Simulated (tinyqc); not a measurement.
Contact resistivity and sheet resistance from two contact lengths.

Question. Rc = [sqrt(rc Rsh)/Wc] coth(Lc/(2 LT)), LT = sqrt(rc/Rsh), Wc = 102 nm; the second contact is twice as long as the first. Find LT, rc and Rsh.

Rc for Lc = 11 and 22 nm (ohm): 160.441147  85.4924665

Solution. With t = tanh(Lc/(2 LT)) for the shorter contact, the resistance of the longer over that of the shorter is (1 + t^2)/2. Then sqrt(rc Rsh) = Rc t Wc, and rc and Rsh follow by multiplying and dividing by LT.

LT = 20.98 nm
rc = 8.800e-10 ohm cm^2
Rsh = 200.0 ohm

tinyqc, about 0.03 s, one thread, Intel Xeon 2.30GHz (shared host): `OMP_NUM_THREADS=1 python tinyqc.py 2170104 2170105 out.jsonl`
